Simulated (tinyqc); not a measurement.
# Scattering of inversion-layer electrons by surface optical phonons of the gate insulator (remote phonon scattering), step by step

A worked calculation. Computed by tinyqc, a small Python program that keeps every step. Command: `OMP_NUM_THREADS=1 python tinyqc.py 3110837 3110838 out.jsonl sophonon walk`. One thread of a shared host (Intel(R) Xeon(R) Processor @ 2.30GHz), about 0.01 s of CPU time with the checks. Intermediate numbers are printed to about 6 digits and carried at full precision; extremes and crossings named in words are read from the listed rows.

One subband with the Fang-Howard envelope; insulator and channel are half-spaces, the gate is far away, and an interlayer only moves the polar surface away by t (its own modes and its permittivity contrast are left out).

Inputs (values chosen for the exercise, modelled on AlN on germanium):

| quantity | value | unit |
|---|---|---|
| static constant of the insulator eps_0s | 9.25 | - |
| intermediate constant eps_i | 7.41 | - |
| optical constant eps_inf | 4.7 | - |
| hbar omega_TO1 | 79.5 | meV |
| hbar omega_TO2 | 91 | meV |
| constant of the channel eps_s | 16.2 | - |
| in-plane mass m | 0.117 | m_0 |
| valleys g_v | 4 | - |
| sheet density n | 1.1e+12 | 1/cm^2 |
| mean distance of the electrons z0 = 3/b | 1.2 | nm |
| interlayer thickness t | 1 | nm |
| temperature T | 300 | K |
| electron energy E | 63 | meV |
| mobility from other processes | 620 | cm^2/(V s) |

Screening by the channel electrons: none.

Constants: k_B = 8.617333262e-05 eV/K; hbar^2/(2 m_0) = 3.80998212 eV angstrom^2; e^2/(4 pi eps_0) = 14.39964548 eV angstrom; hbar = 6.582119569e-16 eV s; e = 1.602176634e-19 C; m_0 = 9.1093837015e-31 kg.

## Surface modes and strengths

eps(w) = eps_inf + (eps_0s - eps_i) w1^2/(w1^2 - w^2) + (eps_i - eps_inf) w2^2/(w2^2 - w^2). Surface modes solve eps(w) + eps_s = 0, a quadratic in w^2; the strength of a mode is g = 2/(w d eps/dw). Occupation N = 1/(exp(hbar w/(k_B T)) - 1).

hbar omega_SO (meV): 1 81.5803, 2 97.8575

strengths g: 1 0.00134086, 2 0.00721330

occupations N: 1 0.0445064, 2 0.0232295

hbar omega g (2 N + 1) (meV): 1 0.119125, 2 0.738669

The upper mode has the larger hbar omega g N, the prefactor of absorption before the dependence on q: 0.00487 and 0.0164 meV.

## The electron gas

Density of states D = g_v m/(pi hbar^2); eta = E_F/(k_B T) = ln(exp(n/(D k_B T)) - 1); screening wave number q_s = e^2 D/(2 eps_0 eps_avg) x 1/(1 + exp(-eta)), eps_avg = (eps_s + eps_inf)/2; b = 3/z0.

D = 1.95498e+14 1/(eV cm^2)

eta = -1.41408

q_s = 0.331062 1/nm

b = 2.5 1/nm

## Squared matrix elements

For a mode of strength g, without the occupation factor, Area x |M(q)|^2 = e^2 hbar w g/(2 eps_0 q) x (b/(b + q))^6 exp(-2 q t).

Area x |M|^2 (meV^2 nm^2):

| q (1/nm) | (b/(b + q))^6 | exp(-2 q t) | mode 1 | mode 2 |
|---|---|---|---|---|
| 0.05 | 0.887971 | 0.904837 | 1.59038e+04 | 1.02626e+05 |
| 0.10 | 0.790315 | 0.818731 | 6.40386e+03 | 4.13238e+04 |
| 0.20 | 0.630170 | 0.670320 | 2.09031e+03 | 1.34887e+04 |
| 0.30 | 0.506631 | 0.548812 | 9.17265e+02 | 5.91907e+03 |
| 0.50 | 0.334898 | 0.367879 | 2.43865e+02 | 1.57365e+03 |
| 0.80 | 0.189041 | 0.201897 | 4.72168e+01 | 3.04688e+02 |
| 1.20 | 0.095155 | 0.090718 | 7.11939e+00 | 4.59411e+01 |

## Rates at the energy E

Approximate momentum relaxation rate, taking tau v alike in the initial and final states: 1/tau = (m/(2 pi hbar^3)) sum over modes and over absorption (N, E' = E + hbar w) and emission (N + 1, E' = E - hbar w > 0) of [(1 - f(E'))/(1 - f(E))] int_0^(2 pi) Area |M(q)|^2 (1 - cos theta) d theta, q^2 = k^2 + k'^2 - 2 k k' cos theta, f the Fermi function; 48 midpoints in theta from 0 to pi.

rates (1/ps): mode 1 absorption 0.0047618, mode 1 emission 0.0000000, mode 2 absorption 0.0134906, mode 2 emission 0.0000000

tau at E = 54787.3 fs

## Mobility

mu = (e/m) int tau E f (1 - f) dE/(k_B T int f dE), by 300 midpoints from 0 to (max(eta, 0) + 14) k_B T; Matthiessen sum with the other processes.

remote-phonon mobility = 471148 cm^2/(V s)

total mobility = 619.185 cm^2/(V s)

loss of mobility = 0.131420 %

Caution: a relaxation time is only an approximation for inelastic scattering, and static or no screening brackets the true dynamic screening only roughly.

## What an interlayer buys

The formulas are those given above.

Against the interlayer thickness:

| t (nm) | remote-phonon mobility (cm^2/(V s)) | total (cm^2/(V s)) |
|---|---|---|
| 0.0 | 1.11114e+05 | 616.560 |
| 0.3 | 1.74901e+05 | 617.810 |
| 0.6 | 2.70694e+05 | 618.583 |
| 1.0 | 4.71148e+05 | 619.185 |
| 1.5 | 8.99618e+05 | 619.573 |
| 2.0 | 1.63710e+06 | 619.765 |
| 3.0 | 4.81295e+06 | 619.920 |

1 nm of interlayer raises the remote-phonon mobility by a factor 4.24, as exp(2 q t) with an effective q of 0.72 per nm; between 2 and 3 nm the effective q is 0.54. The total goes from 617 to 619 over the first nanometre.

Checks made by the program: sum of strengths against 1/(eps_s + eps_inf) - 1/(eps_s + eps_0s) (relative difference below 1e-10).
